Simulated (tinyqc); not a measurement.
Tersoff bond-order potential: one step, computed by the program tinyqc.

E = (1/2) sum_(i, j != i) [A exp(-lambda r_ij) - b_ij B exp(-mu r_ij)], b_ij = (1 + (beta zeta_ij)^n)^(-1/(2n)), zeta_ij = sum_(k != i, j) g(theta_ijk), g = 1 + c^2/d^2 - c^2/(d^2 + (h - cos theta)^2), with theta at atom i. Only nearest neighbours count (cut-off function 1 for them, 0 beyond).

Question. Unrelaxed vacancy. Each of the four neighbours loses one bond; its three other bonds now have zeta = 2 g, for the direction that starts at it. E_v = -E + 12 x (1/2)(b(3g) - b(2g)) B exp(-mu r), where -E is the pair-like cost.

Inputs (values chosen for the exercise, modelled on silicon):
```
quantity     value        unit
B            473.3          eV
mu          1.7322  1/angstrom
beta      1.14e-06           -
n           0.7845           -
```

zeta = 29505.02

energy per atom of the diamond lattice = -4.530454 eV

bond order b = 0.9578700

bond length = 2.366955 angstrom

Give: b(2g); unrelaxed vacancy energy E_v.

Answer.

b(2g) = 0.9689

unrelaxed vacancy energy E_v = 4.012 eV

Stronger back bonds return 0.519 eV, so E_v is 89 % of the cohesive energy.
